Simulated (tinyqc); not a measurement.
Deep-level transient spectroscopy: two steps of the calculation.

Schottky contact on an n-type layer with shallow donors Nd (all ionised) and a donor-like deep trap, neutral when filled and positive when empty; depletion approximation. Traps within lam of the depletion edge stay filled. A long pulse to Vp fills the traps beyond x1 = Wp - lam; back at Vr those between x1 and x2 = Wr - lam emit. A rate window reads S = C(t2) - C(t1).

Inputs (values chosen for the exercise); material values close to those of 4H silicon carbide: relative permittivity eps_r = 9.54; conduction-band density of states at 300 K Nc = 1.67e19 cm^-3; shallow donor density Nd = 1.3e15 cm^-3; built-in voltage Vbi = 1.01 V; depth of the trap below the conduction edge Et = 0.34 eV; trap density Nt = 6.2e13 cm^-3; reverse bias Vr = 8.7 V; reverse bias during the filling pulse Vp = 0.5 V; first sampling time t1 = 0.1 ms; second sampling time t2 = 0.25 ms; temperature of the transient T = 226 K.

Constants: q = 1.602176634e-19 C, kB = 1.380649e-23 J/K, eps0 = 8.8541878128e-14 F/cm where lengths are in cm. Results are converted to the units shown.

Problem 1. Widths. lam = sqrt(2 eps0 eps_r (EF - ET)/(q Nd)), EF - ET = Et - (kB T/q) ln(Nc(T)/Nd), Nc(T) = Nc (T/300 K)^1.5. In the steady state at the band bending V, 2 eps0 eps_r V/q = Nd W^2 + Nt (W - lam)^2 (the second term only if W > lam). V = Vbi + Vr gives Wr and V = Vbi + Vp gives Wp; x1 = max(Wp - lam, 0).

Give: lam; Wr; Wp; x1; x2; G = (x2^2 - x1^2)/Wr^2.

Solution 1.

lam = 364.7 nm
Wr = 2757 nm
Wp = 1095 nm
x1 = 730.4 nm
x2 = 2393 nm
G = (x2^2 - x1^2)/Wr^2 = 0.6828

Problem 2. The transient. W(t)^2 = Wr^2 + (Nt/Nd)(x2^2 - x1^2) exp(-en t), C = eps0 eps_r/W; for small Nt, dC/C = -(Nt/2 Nd) G exp(-en t) with G = (x2^2 - x1^2)/Wr^2. S = C(t2) - C(t1).

t, sample 0 to 6 (ms): 0  0.05  0.1  0.175  0.25  0.5  1.25
en = 10844.389 1/s
Wr = 2757.3092 nm
G = (x2^2 - x1^2)/Wr^2 = 0.68276512

Find: C; C - C(final); S.

Solution 2.

```
sample	C (nF/cm^2)	C - C(final) (pF/cm^2)
0	3.0148	-48.691
1	3.0349	-28.596
2	3.0467	-16.725
3	3.0560	-7.449
4	3.0601	-3.310
5	3.0632	-0.220
6	3.0635	0.000
```

S = 13.415 pF/cm^2

Computed by the program tinyqc: `OMP_NUM_THREADS=1 python tinyqc.py 2050157 2050158 out.jsonl`, one thread of a shared Intel Xeon 2.30GHz, about 0.01 s for the whole run.
